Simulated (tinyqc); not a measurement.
Ideality, resistance and saturation current from three points.

Inverse problem. Well above I0 a diode obeys V = n Vt ln(I/I0) + Rs I. Find n, Rs and I0.

Parameters, values chosen for the exercise: temperature T = 250 K.

Constants: q = 1.602176634e-19 C, kB = 1.380649e-23 J/K, Vt = kB T/q. Results are converted to the units shown.

I (A): [3.7e-5, 0.00038, 0.0039]
V (V): [0.16694988, 0.23589315, 0.44143130]

Answer. The equation is linear in a = n Vt, Rs and c = -a ln I0; three points give a 3 x 3 system.

n = 1.080
Rs = 43.00 ohm
I0 = 3.031e-8 A

Numbers from tinyqc (`OMP_NUM_THREADS=1 python tinyqc.py 2640140 2640141 out.jsonl`; about 0.01 s on one thread of a shared Intel Xeon 2.30GHz).
